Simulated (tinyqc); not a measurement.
# Layer from its matrix

Inverse problem. For (psi, psi'/m) a flat barrier below its edge has M = [[cosh Kd, (m/K) sinh Kd], [(K/m) sinh Kd, cosh Kd]], K = sqrt(m (U - E)/C), C = hbar^2/(2 m0). Its width is d = 2.9 nm. Find K, m and U.

Parameters, values chosen for the exercise:

| symbol | value | unit | meaning |
|---|---|---|---|
| E | 0.075 | eV | electron energy |

Constants: q = 1.602176634e-19 C, hbar = 1.054571817e-34 J s, m0 = 9.1093837015e-31 kg, hbar^2/(2 m0) = 0.0380998212 eV nm^2. Results are converted to the units shown.

M of the layer (M12 in nm, M21 in 1/nm):
```
           1           2
1  2.7528235  0.48961764
2  13.435049   2.7528235
```

Solution. K = arcosh(M11)/d, m/K = sqrt(M12/M21), and U = E + C K^2/m.

K = 0.5762 1/nm
m = 0.1100 m0
U = 0.1900 eV

Program tinyqc, `OMP_NUM_THREADS=1 python tinyqc.py 2560127 2560128 out.jsonl`; Intel Xeon 2.30GHz, shared host, one thread, about 0.02 s.
